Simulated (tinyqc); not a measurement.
Electron continuity equation in a given potential, Scharfetter-Gummel discretisation: one step of the calculation.

Steady state in one dimension: J = q mu n E + q D dn/dx with E = -dpsi/dx and D = mu Vt, dJ/dx = q (n/tau - G), fixed densities nL and nR at the ends. The potential is given, psi = U x/L - Ub exp(-((x/L - xb)/sb)^2), and is not changed by the electrons.

Problem. Bernoulli factors. d_i = (psi_(i+1) - psi_i)/Vt; B(d) = d/(exp(d) - 1), B(0) = 1. The flux on interval i is J_i = (q D/h) [n_(i+1) B(d_i) - n_i B(-d_i)].

Inputs (values chosen for the exercise):
```
symbol  value  unit      meaning
T         300     K  temperature
```

Constants: q = 1.602176634e-19 C, kB = 1.380649e-23 J/K, Vt = kB T/q. Results are converted to the units shown.

psi, node 0 to 12 (V): -0.0061898  0.0610449  0.0677582  0.0578468  0.1608180  0.3725664  0.5633768  0.6943227  0.7995253  0.8999786  0.9999995  1.1000000  1.2000000

Give: d_i; B(d_i); B(-d_i).

Solution.

```
interval     d_i    B(d_i)  B(-d_i)
0          2.601    0.2085    2.809
1          0.260    0.8758    1.135
2         -0.383     1.204   0.8205
3          3.983   0.07560    4.059
4          8.191  0.002271    8.193
5          7.381  0.004602    7.385
6          5.065   0.03218    5.097
7          4.069   0.07074    4.140
8          3.886   0.08146    3.967
9          3.869   0.08251    3.951
10         3.868   0.08256    3.951
11         3.868   0.08256    3.951
```

The largest |d_i| is 8.19, above 2, where central differences lose the sign pattern that keeps densities positive.

Range of the model: The drift velocity mu E exceeds 1e7 cm/s somewhere, where real mobilities no longer stay constant.

Numbers from tinyqc (`OMP_NUM_THREADS=1 python tinyqc.py 2220017 2220018 out.jsonl`; about 0.01 s on one thread of a shared Intel Xeon 2.30GHz).
